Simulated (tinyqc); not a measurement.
Worked calculation: precursor delivery and alloy composition in metal-organic vapour-phase epitaxy. Computed by tinyqc, a small Python program that keeps every step. Command: `OMP_NUM_THREADS=1 python tinyqc.py 3024406 3024407 out.jsonl movpe walk`. One thread of a shared host (Intel(R) Xeon(R) Processor @ 2.30GHz), about 0.01 s of CPU time with the checks. Intermediate numbers are printed to about 6 digits and carried at full precision; extremes and crossings named in words are read from the listed rows.

Carrier gas leaves each bubbler saturated. Group-III species cross a boundary layer and react at the surface; element 2 can also desorb. The film is (1)_(1-x) (2)_x V with a zinc-blende cell.

Inputs (values chosen for the exercise, close to those used for InGaAs from TMGa and TMIn): source 1: a in log10(p/torr) = a - b/T = 8.07; source 1: b = 1703 K; source 1: bath temperature = -6 C; source 1: carrier flow = 36 sccm; source 2: a = 10.52; source 2: b = 3014 K; source 2: bath temperature = 23 C; source 2: carrier flow = 93 sccm; bubbler pressure p_b = 1000 torr; group-V hydride flow = 130 sccm; total flow = 19 slm; reactor pressure p = 100 torr; diffusivity D0 at 273.15 K and 760 torr = 0.43 cm^2/s; boundary layer delta = 1.3 cm; prefactor of the surface rate k_s = 5.7e+13 cm/s; energy of k_s = 1.83 eV; prefactor of the loss of element 2 = 5e+15 layers/s; energy of the loss = 3.19 eV; lattice constant a = 5.75 angstrom; growth temperature T = 630 C.

Constants: k_B = 1.380649e-23 J/K; k_B = 8.617333262e-05 eV/K.

## Molar flows

Temperatures in kelvin are T(C) + 273.15. Vapour pressure p_v = 10^(a - b/T); precursor flow = carrier flow x p_v/(p_b - p_v); 1 sccm = 44.615 micromol/min; V/III = hydride flow over the sum of both; gas share x_g = F2/(F1 + F2).

vapour pressures (torr): source 1 49.5797, source 2 2.20153

molar flows (micromol/min): F1 83.7861, F2 9.15474

V/III ratio = 62.4048

gas share x_g = 0.0985007

The slope of F2 with the temperature of bath 2 is b ln(10)/T^2 x p_b/(p_b - p_v) = 7.9 % per kelvin.

## Transport to the surface

Partial pressure p_i = p F_i/(44615 x total flow in slm); density n_i = p_i/(k_B T), 1 torr = 133.322 Pa; D = D0 (T/273.15)^1.75 (760/p), h = D/delta, the same for both; k_s = prefactor x exp(-energy/(k_B T)); arrival J_i = n_i/(1/h + 1/k_s); in layers per second g_i = J_i a^2/2 (two group-III sites per a^2 on (001)).

densities (1/cm^3): n1 1.05681e+14, n2 1.15470e+13

h = 20.3806 cm/s

k_s = 3499.99 cm/s

arrival rates (layers/s): g1 3.53994, g2 0.386786

Growth is transport-limited.

## Composition and growth rate

Loss of element 2 is r x with r = prefactor x exp(-energy/(k_B T)). Then x = (g2 - r x)/(g1 + g2 - r x), or r x^2 - (g1 + g2 + r) x + g2 = 0, smaller root; growth rate G = g1/(1 - x) layers/s; one layer is a/2 thick, 1 angstrom/s = 0.36 um/h. Distribution coefficient = [x/(1 - x)]/[x_g/(1 - x_g)], x_g = g2/(g1 + g2).

loss rate r = 0.00790787 layers/s

solid share x = 0.0983222

growth rate G = 4.06336 um/h

distribution coefficient = 0.997990

Desorption is negligible, so the solid copies the gas. Caution: the lattice constant is held fixed as x changes, delta does not respond to the flow, both precursors share one D and k_s, and gas-phase side reactions are left out.

## Three regimes over temperature

The formulas are those given above.

Growth:
```
T (C)        k_s/h  r (layers/s)          x  G (um/h)
450    7.27695e-01   2.93236e-07  0.0985007   1.45739
500    4.32436e+00   8.03444e-06  0.0985005   2.95478
550    2.05533e+01   1.47242e-04  0.0984970   3.63620
600    8.12202e+01   1.93397e-03  0.0984556   3.93689
650    2.75070e+02   1.92183e-02  0.0980758   4.13854
700    8.17834e+02   1.50835e-01  0.0953812   4.30306
750    2.17634e+03   9.67914e-01  0.0817414   4.40482
800    5.26562e+03   5.22324e+00  0.0467287   4.39881
850    1.17336e+04   2.42583e+01  0.0160629   4.41024
```

G peaks at 850 C among these rows. Between the first rows the apparent energy is 0.68 eV, against 1.83 eV for k_s, as control is already mixed; k_s passes h between 450 and 500 C, well above which G depends weakly on T until desorption sets in. Among these rows x stays within 2 % of x_g up to 650 C and then falls, to 0.016 in the last row, as element 2 desorbs. Caution: in these rows, too, a is fixed and both precursors share one D and k_s.

Checks made by the program: balance of element 2 (relative difference below 1e-10).
